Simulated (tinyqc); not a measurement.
Deformation potentials from a strained empirical pseudopotential, step by step. Values are carried at full precision from step to step, so a last printed digit may differ when a step is redone from the rounded ones.

Diamond lattice, no spin-orbit coupling. Atomic form factor V(q) = a1 (q^2 - a2)/(a3 exp(a4 q^2) - 1) in rydberg with q in 1/bohr, for the unstrained cell. Under a strain e the reciprocal vectors and k go over into (1 + e)^(-1) G, the atoms sit at +/- tau with tau = (1 + e) a (1,1,1)/8 - zeta a (eyz, ezx, exy)/4, and H(G,G') = c |k + G|^2 delta + (V(q)/det(1 + e)) cos(q.tau), q = G - G', with the term q = 0 left out; c = hbar^2/2m0. The basis is fixed before straining: all G with |k + G|^2 up to 16 (2 pi/a)^2. k is given in units of 2 pi/a of the unstrained cell.

Constants: a0 (Bohr radius) = 0.5291772105 angstrom; hbar^2/2m0 = 3.80998211 eV angstrom^2; Ry = 13.60569312 eV.

Values chosen for the exercise (a germanium-sized cell with gaps well above those of Ge; shifted at random, so the results belong to these values and not to a real crystal): a = 5.667 angstrom (lattice constant); A = (0.395, 2.404, 2.056, 0.453) (a1 (Ry bohr^2), a2 (1/bohr^2), a3, a4 (bohr^2)); h = 0.004 (size of the test strain); kD = 0.82 2 pi/a (position of the Delta minimum); zeta = 0.6 (internal-strain parameter).

## Form factors, unstrained and under a volume change

q^2 = n (2 pi/a)^2 a0^2 for the shells n = 3, 8, 11; for e = h 1, q^2 is divided by (1 + h)^2 and V by (1 + h)^3. Last column: the change divided by the relative change of volume, (1 + h)^3 - 1.

Form factors:
```
n   q^2 (1/bohr^2)    V (Ry)  V expanded (Ry)  dV/(dVol/Vol) (Ry)
3          1.03271  -0.23732         -0.23717              0.0128
8          2.75388   0.02244          0.02103             -0.1173
11         3.78659   0.05237          0.05138             -0.0820
```

## Gaps under a volume change

e = -h 1, 0, +h 1; gaps from the valence top to the s-like level at Gamma (level 5), and to level 5 at (kD,0,0) and (1/2,1/2,1/2).

Gaps (eV):
```
gap             e = -h    e = 0   e = +h
Gamma, s-like  1.81231  1.70456  1.59755
Delta          1.24989  1.26022  1.26949
L              1.21287  1.17767  1.14222
```

## Hydrostatic deformation potentials

a = [E(+h) - E(-h)]/(3 ln((1 + h)/(1 - h))).

a of the gaps to Gamma, Delta, L (eV): -8.95  0.82  -2.94

Compression opens the Gamma gap, opens the L gap and closes the Delta gap. Only differences are defined here: the absolute shifts depend on the mean potential, which this model leaves out.

## Tetragonal strain

e = diag(-h/2, -h/2, h). Level 5 at (kD,0,0) and (0,0,kD), and levels 2 to 4 at Gamma, all from the mean of the three valence levels.

Delta x, Delta z (eV): 1.24465  1.29132

valence levels (eV): -0.03569  0.01784  0.01784

## Xu of the Delta valleys and b

For e = diag(-h/2, -h/2, h): E(Delta z) - E(Delta x) = Xu (ezz - exx), and without spin-orbit coupling E(Z) - E(X, Y) = 3 b (ezz - exx); Z is the single level, X and Y the pair.

Xu = 7.78 eV
b = -2.97 eV

Stretching along z raises the valleys on the z axis and lowers the Z valence state. One-sided differences carry an error of order h. A local potential fitted to band energies alone fixes these slopes only roughly; b tends to come out too large and Xu of L too small.

## Trigonal strain

exy = eyz = ezx = h, with the internal displacement. Level 5 at (1/2,1/2,1/2) and (1/2,-1/2,-1/2), and levels 2 to 4 at Gamma, from the mean of the three valence levels.

L [111], L [1-1-1] (eV): 1.27184  1.14566

valence levels (eV): -0.05455  0.02727  0.02727

## Xu of the L valleys and d

For the tensor strain exy = eyz = ezx = h: E(L [111]) - E(L [1-1-1]) = (8/3) Xu h, and E(single valence level) - E(pair) = 3 sqrt(3) d h. Find Xu and d.

Xu (L) = 11.83 eV
d = -3.94 eV

## Checks

- Level 5 at (kD,0,0) and (0,kD,0) under the tetragonal strain (eV): both 10.3859.

Program tinyqc; command `OMP_NUM_THREADS=1 python tinyqc.py 1850088 1850089 out.jsonl`; about 0.2 s on one thread of a shared Intel(R) Xeon(R) Processor @ 2.30GHz.
